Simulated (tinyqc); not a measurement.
Range and order of the fit: effective mass of the split-off band from tabulated energies.

c = hbar^2/2m0. A uniform scatter of up to 0.3 meV has been added to mimic numerical noise.
Constants: hbar^2/2m0 = 3.80998211 eV angstrom^2.

Energies along [100], from the band edge downward:
```
k (1/angstrom)   E (meV)
0.000000         0.00000
0.005800         1.22680
0.011600         4.82450
0.017400        10.08190
0.023200        18.55230
0.029000        29.08770
0.034800        41.61480
0.040600        56.03790
0.046400        73.20300
```

reference mass (curvature of the model at k = 0.0001 1/angstrom) = 0.111058 m0

Least-squares fits of E = a k^2 (+ b k^4 + d k^6) over points 1 to n, and the line y = c k^2/E against E; errors of m against the reference.

Results:
```
n  E at point n (meV)  one term (%)  two terms (%)  three terms (%)  line (%)  rms residual, one term (meV)
3                10.1          1.65          -9.12            -6.06     -8.00                         0.189
4                18.6          0.11           1.92           -12.80     -5.01                         0.193
5                29.1         -0.48           1.41             0.32     -3.69                         0.187
6                41.6         -0.30          -0.25             2.52     -3.14                         0.174
7                56.0          0.32          -1.44             1.54     -2.92                         0.241
8                73.2          0.59          -0.95            -1.07     -2.63                         0.251
```

What does the comparison show?

The error of the parabola goes from +1.65 to +0.59 % as the range widens, and at n = 8 its residual, 0.25 meV, is only 0.3 % of the top energy. Over the full range (n = 8) the best form is one term (0.59 %); the line errs by -8.00 % at n = 3 and -2.63 % at n = 8. Many terms on few points amplify the scatter: three terms err by -6.1 % at n = 3 but by -1.1 % at n = 8.

(tinyqc, `OMP_NUM_THREADS=1 python tinyqc.py 1850988 1850989 out.jsonl`, Intel(R) Xeon(R) Processor @ 2.30GHz, 1 thread, shared host, about 0.01 s.)
